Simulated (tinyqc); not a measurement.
# Metal-interlayer-semiconductor contact, depinning against tunnelling resistance, step by step

Numbers from tinyqc (`OMP_NUM_THREADS=1 python tinyqc.py 2270015 2270016 out.jsonl`; about 0.02 s on one thread of a shared Intel Xeon 2.30GHz). Printed values are rounded.

Zero bias, n-type semiconductor. Gap states at the semiconductor surface thin out as exp(-be ti), which unpins the barrier; electrons must then cross the interlayer (a rectangular barrier, no voltage drop across it) and the parabolic depleted layer, both by WKB. Energies E are counted from the Fermi level; no image force, parabolic bands.

Values chosen for this exercise; semiconductor values close to those of silicon; interlayer mass of the order of that in hafnium oxide, offset chosen freely:
- T = 400 K (temperature)
- Eg = 1.14 eV (band gap)
- eps_r = 11.7 (relative permittivity)
- chi = 3.9 eV (electron affinity)
- Nc = 4.31e19 cm^-3 (conduction-band density of states at T)
- mt = 0.197 m0 (tunnelling mass in the semiconductor)
- mA = 2.02 m0 (Richardson mass)
- Nd = 8.9e19 cm^-3 (donor density)
- E0 = 0.37 eV (charge-neutrality level above the valence band)
- S0 = 0.27 (pinning factor without interlayer)
- phiM = 4.17 eV (metal work function)
- ti = 1.2 nm (interlayer thickness)
- dE = 1.6 eV (conduction-band offset of the interlayer above the semiconductor)
- mi = 0.2 m0 (tunnelling mass in the interlayer)
- be = 3.1 1/nm (decay constant of gap states through the interlayer)

Constants: q = 1.602176634e-19 C, kB = 1.380649e-23 J/K, eps0 = 8.8541878128e-12 F/m, hbar = 1.054571817e-34 J s, h = 6.62607015e-34 J s, m0 = 9.1093837015e-31 kg, Vt = kB T/q, hbar^2/(2 m0) = 0.0380998212 eV nm^2. Results are converted to the units shown.

Range of the model: The depletion charge would drop about 0.22 V across such an interlayer (eps_r near 20) at ti = 1.2 nm and Nd = 8.9e19 cm^-3, against a band bending of 0.35 V; this model leaves that drop out.

## Pinning, barrier and scales

S = 1/(1 + (1/S0 - 1) exp(-be ti)); phiB = S (phiM - chi) + (1 - S)(Eg - E0); xi = Ec - EF deep inside, from Nd = Nc F(-xi/Vt), F(x) = (2/sqrt(pi)) int_0^infinity sqrt(u) du/(1 + exp(u - x)); band bending U = phiB - xi; E00 = (hbar/2) sqrt(Nd/(eps0 eps_r mt m0)) in volts; A = 4 pi q mA m0 kB^2/h^3.

S = 0.938508
phiB = 0.300746 eV
xi = -0.0494742 eV
U = 0.350220 eV
E00 = 0.115371 eV
A = 242.750 A/(cm^2 K^2)

The interlayer moves the barrier from 0.635 eV to 0.301 eV; the unpinned limit is phiM - chi = 0.270 eV. E00/Vt = 3.35: by the usual rule of thumb (0.5 to 5) thermionic-field emission.

## Exponents and integrand on an energy grid

E, point 0 to 15 (eV): -0.04  -0.01533  0.00933  0.034  0.05867  0.08333  0.108  0.13267  0.15733  0.182  0.20667  0.23133  0.256  0.28067  0.30533  0.33

With U = phiB - xi: for xi < E < phiB, y = (E - xi)/U and G1 = (U/E00) [sqrt(1 - y) - y ln((1 + sqrt(1 - y))/sqrt(y))], G1 = 0 above phiB; G2 = 2 ti sqrt(mi max(phiB + dE - E, 0)/C), C = hbar^2/(2 m0); f = 1/(1 + exp(E/Vt)); integrand exp(-G1 - G2) f.

```
point	G1	G2	f	integrand (1e-5)
0	2.78968	7.66036	0.761415	2.20408
1	2.34171	7.61152	0.609389	2.89911
2	1.98390	7.56238	0.432741	3.09266
3	1.67654	7.51290	0.271627	2.77366
4	1.40585	7.46309	0.154192	2.16935
5	1.16482	7.41297	0.0818471	1.54070
6	0.94902	7.36248	0.0417576	1.02588
7	0.75587	7.31165	0.0208582	0.65403
8	0.58375	7.26048	0.0103093	0.40413
9	0.43153	7.20893	0.00506635	0.24349
10	0.29894	7.15700	0.00248309	0.14352
11	0.18634	7.10472	0.00121574	0.08287
12	0.09492	7.05203	5.94680e-4	0.04682
13	0.02810	6.99894	2.90795e-4	0.02581
14	0.00000	6.94547	1.42216e-4	0.01370
15	0.00000	6.89156	6.95269e-5	0.00707
```

## Contact resistivity

1/rho_c = (A T^2/Vt^2) I, with I the trapezoid sum of the integrand over the grid.

I = 4.00124e-6 eV
rho_c = 7.6453e-6 ohm cm^2

A fine grid from xi upwards gives rho_c = 7.260e-6 ohm cm^2; the coarse value is 5.3 % above it. The integrand peaks at E = 0.0055 eV, and 0.14 % of the current flows above phiB. Tunnelling through the interlayer costs a factor of 1830 at this barrier height; the bare contact (ti = 0) has rho_c = 5.49e-8 ohm cm^2, so with the interlayer rho_c is 132 times that.
